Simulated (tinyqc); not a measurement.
Inside a calculation. Model: quasi-harmonic thermal expansion with mode Grueneisen parameters. Computed by tinyqc, a small Python program that keeps every step. Command: `OMP_NUM_THREADS=1 python tinyqc.py 3028308 3028309 out.jsonl qha walk`. One thread of a shared host (Intel(R) Xeon(R) Processor @ 2.30GHz), about 0.03 s of CPU time with the checks. Intermediate numbers are printed to about 7 digits and carried at full precision; extremes and crossings named in words are read from the listed rows.

A crystal with two atoms a cell; per atom there are 1 transverse acoustic (TA), 1/2 longitudinal acoustic (LA) and 3/2 optical (O) modes. Every frequency of group i scales as nu_i (V/V0)^(-gamma_i). Each group has one frequency. Static energy: E = (9 V0 B0/16) [y^3 B' + y^2 (2 - 4 y)], y = (V0/V)^(2/3) - 1, with pressure P_s = (3 B0/2) (z^7 - z^5) [1 + (3/4)(B' - 4)(z^2 - 1)], z = (V0/V)^(1/3).

Inputs (values chosen for the exercise, modelled on cadmium telluride):
```
quantity                       value             unit
static volume V0                  34  angstrom^3/atom
static bulk modulus B0          42.3              GPa
static B'                        5.2                -
frequency nu_TA                  1.1              THz
frequency nu_LA                 3.41              THz
frequency nu_O                  4.61              THz
Grueneisen parameter gamma_TA   -1.7                -
Grueneisen parameter gamma_LA    1.3                -
Grueneisen parameter gamma_O     1.5                -
temperature T                    120                K
step factor f                    0.8                -
```

Acoustic groups: Einstein.

Constants: h x 1 THz = 4.135667696 meV; k_B = 8.617333262e-05 eV/K; 1 eV/angstrom^3 = 160.2176634 GPa.

## Mode groups at the static volume

For a mode with x = h nu/(k_B T), n = 1/(exp(x) - 1): U = h nu (n + 1/2), C/k_B = x^2 n (n + 1); U_i and C_i sum these over group i with its weight per atom. Phonon pressure P_ph = sum_i gamma_i U_i/V.

Groups:
```
group  h nu_i/(k_B T)  U_i (meV)  C_i (k_B)  gamma_i C_i (k_B)
TA          0.4399306   10.50704  0.9840266          -1.672845
LA           1.363785   5.947983  0.4292113          0.5579747
O            1.843709   19.67473   1.138612           1.707919
```

phonon pressure at V0 = 0.09133581 GPa

## Grueneisen's estimate

gamma_th = sum gamma_i C_i / sum C_i; volume expansion coefficient alpha_V = gamma_th C k_B/(B0 V0); linear coefficient alpha_V/3; first-order volume change P_ph/B0.

heat capacity C at V0 = 2.551850 k_B/atom

gamma_th at V0 = 0.2323992

linear expansion, Grueneisen estimate = 1.897722 ppm/K

first-order volume change = 0.2159239 %

The negative gamma_TA is outweighed by the other groups at this T.

## Equilibrium volume by iteration

Start at V0 and step V(new) = V [1 + f (P_s + P_ph)/B0]; stop when |P_s + P_ph| < 1e-8 GPa, after 60 steps, or when V leaves 0.7 to 1.3 V0.

Iterations:
```
step  V (angstrom^3)  P_s + P_ph (GPa)
0           34.00000      9.133581e-02
1           34.05873      1.832710e-02
2           34.07054      3.746124e-03
3           34.07295      7.685449e-04
4           34.07345      1.577911e-04
5           34.07355      3.240132e-05
6           34.07357      6.653598e-06
7           34.07357      1.366323e-06
8           34.07357      2.805760e-07
9           34.07357      5.761666e-08
10          34.07357      1.183165e-08
11          34.07357      2.429632e-09
```

converged (1 yes, 0 no) = 1

volume V(T) = 34.07357 angstrom^3/atom

Converged at step 11; the volume lies +0.216 % from V0.

## Properties at the equilibrium volume

B_T = -V d(P_s + P_ph)/dV at fixed T (central difference, step 1e-4 V); alpha_V = sum gamma_i C_i k_B/(B_T V), all at V(T); the linear coefficient is alpha_L = alpha_V/3. C_P - C_V = alpha_V^2 B_T V T; the optical frequency is nu_O (V/V0)^(-gamma_O).

volume change from V0 = 0.2163927 %

isothermal bulk modulus B_T = 42.01705 GPa

linear expansion coefficient = 1.918062 ppm/K

C_V = 2.554073 k_B/atom

C_P - C_V = 4.120111e-04 k_B/atom

optical frequency at V(T) = 4.595077 THz

B_T lies -0.67 % from the static B0, and the Grueneisen estimate at V0 differs from this expansion coefficient by -1.1 %.

## Zero-point expansion

At T = 0, U_i is the zero-point energy (h nu/2 a mode); solve P_s + P_ph = 0.

volume at T = 0 = 34.08397 angstrom^3/atom

zero-point volume change = 0.2469718 %

## Expansion against temperature

V(T) solves P_s + P_ph = 0. The Grueneisen estimate uses C_i, V0 and B0 at the static volume; gamma_th = sum gamma_i C_i / sum C_i is taken at V(T).

Quasi-harmonic results:
```
T (K)  V/V0 - 1 (%)  B_T (GPa)  alpha_L (ppm/K)  alpha_L, Grueneisen estimate   gamma_th
20         0.240401   42.07604        -3.079454                     -3.085140  -1.634992
40         0.219201   42.09564        -3.222427                     -3.233044  -0.839215
70         0.202625   42.08774        -0.501635                     -0.519308  -0.079201
100        0.206764   42.04941         1.238268                      1.219322   0.160963
150        0.236805   41.96388         2.549751                      2.526445   0.293466
220        0.298833   41.83062         3.227478                      3.195341   0.350566
300        0.380694   41.67248         3.528786                      3.485492   0.373492
450        0.545972   41.37088         3.745092                      3.680100   0.388286
700        0.834468   40.86411         3.875476                      3.773427   0.395206
1000       1.190664   40.25460         3.954903                      3.807266   0.397679
```

alpha_L is negative up to 70 K among these rows and changes sign before 100 K, once the LA and optical groups take up heat. gamma_th moves from -1.63, near gamma_TA = -1.7, to 0.40, near the average over all modes, 0.40, as the stiffer groups take up their share of C. B_T changes by -4.3 % over the table, and at the highest T the estimate at fixed V0 and B0 is off by -3.7 %.

Checks made by the program: zero of the pressure against the minimum of F(V) = E + F_ph (relative difference 1e-09); alpha against the slope of V(T) (relative difference 5e-08).
